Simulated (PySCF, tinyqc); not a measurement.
RHF in the sto-3g basis, for H4, spin multiplicity 1, step by step. The lowest restricted solution is unstable here: a spin-polarised one lies 0.1299 hartree lower (PySCF). One step of it, computed by the program tinyqc.

Task: Iteration 1: building the Fock matrix. J_ij = sum D_kl (ij|kl), K_ij = sum D_kl (ik|jl); F = H + J - 0.5 K; E = tr D H + tr D J / 2 - 0.25 tr D K + E_nn.

D at the start, lower triangle:
```
,1H 1s,2H 1s,3H 1s,4H 1s
1H 1s,1.826419
2H 1s,-0.563742,0.300191
3H 1s,0.911976,-0.193403,0.516862
4H 1s,-0.416762,0.570759,0.100531,1.644158
```

core Hamiltonian H = T + V (hartree), lower triangle:
```
,1H 1s,2H 1s,3H 1s,4H 1s
1H 1s,-1.143743
2H 1s,-0.434164,-1.470194
3H 1s,-0.073413,-0.769491,-1.470194
4H 1s,-0.002836,-0.073413,-0.434164,-1.143743
```

Two-electron integrals (ij|kl) in chemists' order, unique and non-zero (hartree):
```
i,j,k,l,(ij|kl)
1,1,1,1,0.774606
2,1,1,1,0.136508
2,1,2,1,0.036853
2,2,1,1,0.344772
2,2,2,1,0.136508
2,2,2,2,0.774606
3,1,1,1,0.014639
3,1,2,1,0.004566
3,1,2,2,0.020476
3,1,3,1,0.000653
3,2,1,1,0.106770
3,2,2,1,0.041165
3,2,2,2,0.247103
3,2,3,1,0.007298
3,2,3,2,0.106249
3,3,1,1,0.199563
3,3,2,1,0.072472
3,3,2,2,0.433128
3,3,3,1,0.014639
3,3,3,2,0.247103
3,3,3,3,0.774606
4,1,1,1,0.000307
4,1,2,1,0.000110
4,1,2,2,0.000592
4,1,3,1,0.000019
4,1,3,2,0.000251
4,1,3,3,0.000592
4,1,4,1,6.31e-07
4,2,1,1,0.007141
4,2,2,1,0.002555
4,2,2,2,0.014639
4,2,3,1,0.000475
4,2,3,2,0.007298
4,2,3,3,0.020476
4,2,4,1,0.000019
4,2,4,2,0.000653
4,3,1,1,0.040018
4,3,2,1,0.013389
4,3,2,2,0.072472
4,3,3,1,0.002555
4,3,3,2,0.041165
4,3,3,3,0.136508
4,3,4,1,0.000110
4,3,4,2,0.004566
4,3,4,3,0.036853
4,4,1,1,0.127328
4,4,2,1,0.040018
4,4,2,2,0.199563
4,4,3,1,0.007141
4,4,3,2,0.106770
4,4,3,3,0.344772
4,4,4,1,0.000307
4,4,4,2,0.014639
4,4,4,3,0.136508
4,4,4,4,0.774606
```

nuclear repulsion = 1.69154261 hartree

Give: Coulomb J; exchange K; Fock matrix F; total energy of this density.

Result:

Coulomb J (hartree), lower triangle:
```
,1H 1s,2H 1s,3H 1s,4H 1s
1H 1s,1.6782
2H 1s,0.3499,1.2329
3H 1s,0.0465,0.5147,1.3615
4H 1s,0.0014,0.0489,0.3760,1.7147
```

exchange K (hartree), lower triangle:
```
,1H 1s,2H 1s,3H 1s,4H 1s
1H 1s,1.2971
2H 1s,0.1674,0.1975
3H 1s,0.1427,0.1974,0.4892
4H 1s,0.0034,0.1540,0.3866,1.3351
```

Fock matrix F (hartree), lower triangle:
```
,1H 1s,2H 1s,3H 1s,4H 1s
1H 1s,-0.1141
2H 1s,-0.1680,-0.3361
3H 1s,-0.0983,-0.3535,-0.3533
4H 1s,-0.0031,-0.1015,-0.2515,-0.0966
```

total energy of this density = -0.985351 hartree
